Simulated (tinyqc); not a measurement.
Capacitances from a Coulomb diamond.

Inverse problem. A single-electron transistor has the bias V on its left lead and the right lead at 0 V. Its diamonds repeat every q/Cg in gate voltage, close at |V| = q/Cs with Cs = CL + CR + Cg, and have edges of slope dV/dVg = -Cg/CL and Cg/(Cs - CL). Find Cg, Cs, CL and CR.

Constants: q = 1.602176634e-19 C. Results are converted to the units shown.

gate period = 534.05888 mV
bias at the tip of the diamond = 111.26227 mV
slope dV/dVg of the rising edge = 0.27522936

Answer. The period gives Cg, the tip Cs, and the rising edge Cs - CL = CR + Cg.

Cg = 0.300 aF
Cs = 1.44 aF
CL = 0.350 aF
CR = 0.790 aF

tinyqc, about 0.01 s, one thread, Intel Xeon 2.30GHz (shared host): `OMP_NUM_THREADS=1 python tinyqc.py 2780031 2780032 out.jsonl`
